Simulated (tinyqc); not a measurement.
Kinetics of strain relaxation and threading dislocations in mismatched semiconductor layers: one step, computed by the program tinyqc.

60-degree dislocations on {111} planes of a (001) layer, isotropic elasticity. The Schmid factor is 1/sqrt(6), and a misfit segment relieves strain with b/2.

Task: Excess stress and glide velocity at the start. Excess resolved stress tau = (1/sqrt 6) [2 G (1 + nu)/(1 - nu)] (e - e_eq), e_eq = b (1 - nu/4) [ln(h/b) + 1]/(4 pi (1 + nu) h), the Matthews-Blakeslee strain of an uncapped layer; glide velocity v = v0 tau exp(-Q/(k_B T)), tau in MPa.

Inputs (values chosen for the exercise, modelled on Si(0.7)Ge(0.3) on Si): misfit f = 0.012; shear modulus G = 64.5 GPa; Poisson ratio nu = 0.27; Burgers vector b = 3.89 angstrom; glide activation energy Q = 1.95 eV; velocity prefactor v0 = 23000 m/s per MPa; layer thickness h = 36 nm; anneal temperature T = 833 K.

Constants: k_B = 8.617333262e-05 eV/K.

Give: equilibrium strain e_eq; excess stress tau; mobility v/tau; initial velocity.

Result:

equilibrium strain e_eq = 0.003490

excess stress tau = 779.7 MPa

mobility v/tau = 3.664e-08 m/s per MPa

initial velocity = 28.57 micrometre/s
